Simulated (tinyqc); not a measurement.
Comparisons within one model: bond unit of a tetrahedral oxide and its oxygen vacancy in tight binding. A value that a table varies takes the place of the one given here.

Two sp3 hybrids h1, h2 at eh = (es + 3 ep)/4 point at one oxygen with orbitals s, px, py, pz; x joins the two cations, z bisects the angle phi, and th = (180 - phi)/2. With u = hbar^2/(m d^2) = 2c/d^2, c = hbar^2/2m0: Vhs = -(1.32 + sqrt3 x 1.42) u/2 and Vhp = (1.42 + sqrt3 x 2.22) u/2. <h|s> = Vhs for both; <h1|px> = Vhp cos(th), <h2|px> = -Vhp cos(th); <h|pz> = Vhp sin(th) for both; py is a lone pair. The unit holds 8 electrons. Coupling between units, which widens the levels into bands, is left out.

Without the oxygen the two hybrids face each other at distance R and couple by -V2, V2 = 3.22 x 2c/R^2, c = hbar^2/2m0: a bond at eh - V2 with two electrons and an antibond at eh + V2. Levels are measured from eop, the lone-pair level that stands for the top of the valence band.

Constants: hbar^2/2m0 = 3.80998211 eV angstrom^2.

Parameters, chosen for this exercise (near tabulated values for SiO2; the results hold for these values, not for the real material):
```
symbol  value   unit      meaning
es      -14.85  eV        s level of the cation
ep      -7.63   eV        p level of the cation
eos     -34.19  eV        s level of oxygen
eop     -16.66  eV        p level of oxygen
d       1.62    angstrom  cation-oxygen distance
phi     149     degrees   bond angle at oxygen
R       2.48    angstrom  cation-cation distance across the vacancy
```

## Bond angle at oxygen

phi is varied at fixed d. Levels above eop; cation-cation distance 2 d cos(th); band energy is twice the sum of the four filled levels, relative to phi = 180; excess on O is the number of electrons on oxygen less 6.

Against phi:
```
phi (deg)  distance (angstrom)  level 2  level 3  level 5  level 6  excess on O  band energy (eV)
110                      2.654   -5.951   -2.739   12.352   13.176        0.894            -2.124
120                      2.806   -6.422   -2.190   11.764   13.647        0.921            -1.889
130                      2.936   -6.829   -1.648   11.187   14.054        0.959            -1.551
140                      3.045   -7.169   -1.136   10.646   14.394        1.007            -1.147
150                      3.130   -7.436   -0.682   10.169   14.661        1.060            -0.727
160                      3.191   -7.629   -0.319    9.789   14.854        1.111            -0.354
170                      3.228   -7.746   -0.083    9.542   14.971        1.150            -0.094
180                      3.240   -7.785    0.000    9.456   15.010        1.164             0.000
```

Bending moves coupling from px to pz: level 2 rises from -7.78 to -5.95 eV and level 3 falls from 0.00 to -2.74 eV between 180 and 110 degrees. The lowest empty level is lowest at 180 degrees (9.46 eV) and highest at 110 (12.35 eV), so a spread of angles in a glass smears the conduction edge. The band energy is lowest at 110 degrees of those listed (-2.12 eV); the repulsion of the cations, not included, opposes bending.

## The vacancy as the cations move

R is varied; eh = (es + 3 ep)/4. The last two columns are the band energies of the bond with two electrons, -2 V2, and with one, -V2.

Against R (eV):
```
R (angstrom)     V2  bond level  antibond level  two electrons  one electron
2.20          5.069       2.156          12.294        -10.139        -5.069
2.35          4.443       2.782          11.668         -8.886        -4.443
2.50          3.926       3.299          11.151         -7.852        -3.926
2.70          3.366       3.859          10.591         -6.731        -3.366
3.00          2.726       4.499           9.951         -5.453        -2.726
3.30          2.253       4.972           9.478         -4.506        -2.253
3.70          1.792       5.433           9.017         -3.585        -1.792
4.20          1.391       5.834           8.616         -2.782        -1.391
```

The bond level rises from 2.16 eV at 2.2 to 5.83 eV at 4.2 angstrom, towards the lone hybrid at 7.22 eV. Taking one electron away halves the pull between the cations (at 2.5 angstrom from 6.28 to 3.14 eV/angstrom), so the positive vacancy relaxes outward and its level moves up: capture and release of a hole take place at different energies.

## What each value does

Spacing from the highest filled to the lowest empty level, excess electrons on oxygen (their number less 6), and the vacancy bond level eh - V2 - eop, V2 = 3.22 x 2c/R^2. Each row changes one parameter from the base and keeps the others.

Results:
```
case               spacing (eV)  excess on O  vacancy level (eV)
base                    10.2126       1.0544              3.2356
es = -14.35 eV          10.3206       1.0628              3.3606
ep = -7.13 eV           10.5373       1.0794              3.6106
eos = -32.19 eV         10.3568       1.0405              3.2356
eop = -16.16 eV          9.7486       1.0227              2.7356
d = 1.66 angstrom        9.9702       1.0838              3.2356
phi = 141 degrees       10.5949       1.0118              3.2356
R = 2.63 angstrom       10.2126       1.0544              3.6777
```

The largest shifts from the base row, up to three for each result and ties (the steps differ in size, so this ranks the rows, not the parameters). spacing (eV): eop -0.4639, phi +0.3823, ep +0.3247; unchanged at the printed digits by R. excess on O: phi -0.0426, eop -0.0317, d +0.0294; unchanged at the printed digits by R. vacancy level (eV): eop -0.5000, R +0.4421, ep +0.3750; unchanged at the printed digits by eos, d and phi.

Program tinyqc; command `OMP_NUM_THREADS=1 python tinyqc.py 1450517 1450518 out.jsonl`; about 0.01 s on one thread of a shared Intel(R) Xeon(R) Processor @ 2.30GHz.
